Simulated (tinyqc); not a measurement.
# Lossy on-chip transmission line with skin effect: two studies

A uniform line in a homogeneous dielectric: c = sqrt(er)/(c0 Z0), l = Z0 sqrt(er)/c0 (c0 = 299792458 m/s), g = w c td, w = 2 pi f. The resistance joins its limits as r = sqrt(r_dc^2 + r_hf^2), with r_dc = rho/(wd th), r_hf = kr rho/(2 delta (wd + th)), delta = sqrt(rho/(pi f mu0)), mu0 = 4 pi 1e-7 H/m; this is an interpolation, and internal inductance, up to 0.05 nH/mm at low frequency, is neglected.

Parameters, values chosen for the exercise:
- wd = 2.2 um (width of the strip)
- th = 0.77 um (thickness of the strip)
- rho = 2 uohm cm (resistivity)
- er = 3.5 (relative permittivity)
- td = 0.01 (loss tangent)
- Z0 = 40 ohm (lossless impedance sqrt(l/c))
- kr = 1.5 (factor for crowding and the return path)
- len = 3.1 mm (length)
- Rg = 25 ohm (source resistance)
- RL = 1000 ohm (load resistance)
- CL = 100 fF (load capacitance)
- f = 1.1 GHz (frequency)

Each table varies one quantity; the others keep the values above.

## Line properties against frequency

gamma = sqrt((r + i w l)(g + i w c)) = alpha + i beta, Zc = sqrt((r + i w l)/(g + i w c)), roots with positive real part; loss 8.685889638 alpha in dB; phase velocity w/beta. ZL = 1/(1/RL + i w CL); reflection (ZL - Zc)/(ZL + Zc); Zin = Zc (ZL + Zc tanh(gamma len))/(Zc + ZL tanh(gamma len)); H = V_load/V_source = [Zin/(Zin + Rg)]/[cosh(gamma len) + (Zc/ZL) sinh(gamma len)].

Result of one run:

| f (GHz) | r (ohm/mm) | r/(w l) | loss (dB/mm) | \|Zc\| (ohm) | phase velocity over c0 | length in wavelengths | \|H\| (dB) |
|---|---|---|---|---|---|---|---|
| 2 | 12.23 | 3.897 | 0.8429 | 80.23 | 0.3386 | 0.06108 | -0.5879 |

What becomes of these results when the frequency f is changed from 2 to 0.09 GHz, all else the same?

Result of the changed run:

| f (GHz) | r (ohm/mm) | r/(w l) | loss (dB/mm) | \|Zc\| (ohm) | phase velocity over c0 | length in wavelengths | \|H\| (dB) |
|---|---|---|---|---|---|---|---|
| 0.09 | 11.83 | 83.78 | 0.1982 | 366.1 | 0.08250 | 0.01128 | -0.5207 |

The whole series:

| f (GHz) | r (ohm/mm) | r/(w l) | loss (dB/mm) | \|Zc\| (ohm) | phase velocity over c0 | length in wavelengths | \|H\| (dB) |
|---|---|---|---|---|---|---|---|
| 0.01 | 11.81 | 752.9 | 0.06637 | 1098 | 0.02767 | 0.003737 | -0.5194 |
| 0.03 | 11.81 | 251.1 | 0.1148 | 633.8 | 0.04785 | 0.006483 | -0.5197 |
| 0.09 | 11.83 | 83.78 | 0.1982 | 366.1 | 0.08250 | 0.01128 | -0.5207 |
| 0.3 | 11.87 | 25.23 | 0.3576 | 201.0 | 0.1483 | 0.02092 | -0.5247 |
| 0.8 | 11.98 | 9.545 | 0.5680 | 123.9 | 0.2333 | 0.03546 | -0.5369 |
| 2 | 12.23 | 3.897 | 0.8429 | 80.23 | 0.3386 | 0.06108 | -0.5879 |
| 7 | 13.21 | 1.204 | 1.280 | 50.04 | 0.4731 | 0.1530 | -1.464 |
| 20 | 15.49 | 0.4940 | 1.671 | 42.24 | 0.5203 | 0.3974 | -5.747 |
| 60 | 21.01 | 0.2233 | 2.370 | 40.49 | 0.5315 | 1.167 | -11.08 |

r equals w l at 8.62 GHz: below it |Zc| and the delay grow as in an RC line, above it |Zc| tends to Z0 = 40 ohm and the velocity to 1/sqrt(er) = 0.535 c0. The loss goes as f^(0.50) between the first two rows and f^(0.32) between the last two. |H| is -0.519 dB in the first row and -11.1 dB in the last; between rows it can pass through resonances that the table doesn't show.

## Effect of the length

Same model as above.

The same in every row: r (ohm/mm) = 12.04; r/(w l) = 6.978; loss (dB/mm) = 0.6553; |Zc| (ohm) = 106.2; phase velocity over c0 = 0.2676.

Effect of the length:

| len (mm) | length in wavelengths | \|H\| (dB) |
|---|---|---|
| 0.31 | 0.004251 | -0.2463 |
| 0.54 | 0.007404 | -0.2689 |
| 0.95 | 0.01303 | -0.3091 |
| 1.7 | 0.02331 | -0.3847 |
| 2.9 | 0.03976 | -0.5207 |
| 5.1 | 0.06993 | -0.8815 |
| 8.9 | 0.1220 | -2.140 |
| 16 | 0.2194 | -6.584 |

What does the table show?

As len goes from 0.31 to 16, the loss stays at 0.655 dB/mm, |Zc| stays at 106 ohm and |H| goes from -0.246 to -6.58 dB, with its highest value among the rows, -0.246 dB, at len = 0.31.

tinyqc, about 0.01 s, one thread, Intel Xeon 2.30GHz (shared host): `OMP_NUM_THREADS=1 python tinyqc.py 2810211 2810212 out.jsonl`
